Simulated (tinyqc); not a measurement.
## Carrier lifetime of an n-type layer with SRH, radiative, Auger and surface recombination: effect of the temperature at dn = 2e14 cm^-3

Uniform excess density dn = dp (no trapping), n = n0 + dn, p = p0 + dn, Boltzmann statistics, full ionisation. Surfaces enter as a rate 2 S dn/d, which holds while diffusion to them is fast.

Nc and Nv are given at 250 K and scale as (T/250 K)^1.5; all else is held fixed. ni = sqrt(Nc Nv) exp(-Eg/(2 Vt)), Eg in volts; majority density N/2 + sqrt(N^2/4 + ni^2), n0 p0 = ni^2; n1 = Nc exp(-Et/Vt), p1 = Nv exp((Et - Eg)/Vt); tn0 = 1/(sn vth Nt), tp0 = 1/(sp vth Nt). With e = n p - ni^2 = dn (n0 + p0 + dn): U_SRH = e/(tp0 (n + n1) + tn0 (p + p1)), U_rad = B e, U_Aug = (Cn n + Cp p) e, U_s = 2 S dn/d. Each tau is dn over its rate; tau = dn/U with U the sum. Here dn = 2e14 cm^-3.

Inputs (values chosen for the exercise); band and dielectric values close to those of silicon: band gap Eg = 1.14 eV; conduction-band density of states at the reference temperature Nc = 2.09e19 cm^-3; valence-band density of states at the reference temperature Nv = 1.99e19 cm^-3; radiative coefficient B = 4.67e-15 cm^3/s; donor density N = 4.2e16 cm^-3; Auger coefficient (two electrons) Cn = 1.8e-31 cm^6/s; Auger coefficient (two holes) Cp = 6.3e-32 cm^6/s; trap density Nt = 5.4e12 cm^-3; capture cross-section for electrons sn = 8e-16 cm^2; capture cross-section for holes sp = 7e-15 cm^2; thermal velocity (both carriers) vth = 1.4e7 cm/s; trap level below the conduction band Et = 0.7 eV; surface recombination velocity (both faces) S = 200 cm/s; sample thickness d = 5 um.

Constants: q = 1.602176634e-19 C, kB = 1.380649e-23 J/K, Vt = kB T/q. Results are converted to the units shown.

The same in every row: tau_s (s) = 1.250e-6.

Effect of the temperature at dn = 2e14 cm^-3:
```
T (K)  tau_SRH (s)  tau_rad (s)  tau_Aug (s)   tau (s)  radiative share (%)  largest path
200       1.968e-6     0.005074     0.003114  7.641e-7              0.01506       surface
240       1.968e-6     0.005074     0.003114  7.641e-7              0.01506       surface
280       1.968e-6     0.005074     0.003114  7.642e-7              0.01506       surface
320       1.969e-6     0.005074     0.003114  7.643e-7              0.01506       surface
360       1.977e-6     0.005074     0.003114  7.656e-7              0.01509       surface
400       2.013e-6     0.005074     0.003114  7.709e-7              0.01519       surface
440       2.134e-6     0.005074     0.003114  7.880e-7              0.01553       surface
480       2.466e-6     0.005074     0.003114  8.292e-7              0.01634       surface
```

Surface recombination leads at T = 200 and in all other rows. tau_SRH rises from 1.97e-6 to 2.47e-6 s and the total lifetime rises from 7.64e-7 to 8.29e-7 s.

Computed by the program tinyqc: `OMP_NUM_THREADS=1 python tinyqc.py 2300130 2300131 out.jsonl`, one thread of a shared Intel Xeon 2.30GHz, about 0.01 s for the whole run.
